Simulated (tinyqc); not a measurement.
# Undoped gate-all-around wire MOSFET, analytic charge model: effect of the wire radius

An undoped round wire of radius R under an insulator shell and a surrounding gate; long channel, electrons only, n = ni exp((psi - V)/Vt) with V the quasi-Fermi potential (0 at the source, Vd at the drain), constant mobility, no quantisation. The radial Poisson equation gives n(r) = n(0)/(1 - (1 - b) r^2/R^2)^2 with b = Q0/(Q + Q0). Q is the electron charge per area of the wire surface.

ni = sqrt(Nc Nv) exp(-Eg/(2 Vt)), Eg in volts; Cox = eps0 eox/(R ln(1 + tox/R)); Q0 = 4 eps0 eps_r Vt/R; V0 = dphi + Vt ln[8 eps0 eps_r Vt/(q ni R^2)]. Q solves Vg - V0 - V = Q/Cox + Vt ln(Q/Q0) + Vt ln(1 + Q/Q0). I = mu (2 pi R/L)[2 Vt (Qs - Qd) + (Qs^2 - Qd^2)/(2 Cox) + Vt Q0 ln((Qd + Q0)/(Qs + Q0))], with Qs at V = 0 and Qd at V = Vd.  I(low) is taken at Vg = 0.23 V, Qs and I(high) at Vg = 0.98 V.

Inputs (values chosen for the exercise); material values close to those of silicon:
```
symbol    value        unit                                             meaning
T           325           K                                         temperature
Eg         1.11          eV                                            band gap
eps_r      11.7                      relative permittivity of the semiconductor
Nc      3.15e19       cm^-3              conduction-band density of states at T
Nv      2.95e19       cm^-3                 valence-band density of states at T
eox        3.78                     relative permittivity of the gate insulator
tox         1.7          nm                                 insulator thickness
dphi      -0.02           V  gate work function less that of the intrinsic body
mu          130  cm^2/(V s)                                    channel mobility
L             2          um                                         gate length
Vd          0.1           V                                       drain voltage
```

Constants: q = 1.602176634e-19 C, kB = 1.380649e-23 J/K, Vt = kB T/q, eps0 = 8.8541878128e-14 F/cm where lengths are in cm. Results are converted to the units shown.

Results:
```
R (nm)  V0 (V)  I(low) (nA)  Qs(high) (nC/cm^2)  I(high) (uA)
2       0.5398     2.023e-4                1071       0.07761
2.8     0.5210     3.966e-4                1007        0.1024
3.9     0.5024     7.693e-4               959.4        0.1361
5.5     0.4832     0.001530               922.8        0.1849
11      0.4443     0.006117               876.3        0.3519
15      0.4270      0.01137               863.5        0.4731
```

Estimate the missing row, R = 7.7 nm.

Computed row:
```
R (nm)  V0 (V)  I(low) (nA)  Qs(high) (nC/cm^2)  I(high) (uA)
7.7     0.4643     0.002998               896.5        0.2518
```

With this row back in the table: As R goes from 2 to 15 nm, I(low) rises from 2.02e-4 to 0.0114 nA and I(high) rises from 0.0776 to 0.473 uA. On average I(low) goes as R^(2.00) and I(high) goes as R^(0.90). Below threshold the charge is proportional to the cross-section of the body; above it the insulator sets the charge. In every row the surface density at the source at the higher gate voltage passes 0.3 Nc, where Boltzmann statistics fail. For R = 2 to 5.5 nm the body is thin enough for quantum confinement, left out here, to raise the threshold.

Numbers from tinyqc (`OMP_NUM_THREADS=1 python tinyqc.py 2460051 2460052 out.jsonl`; about 0.02 s on one thread of a shared Intel Xeon 2.30GHz).
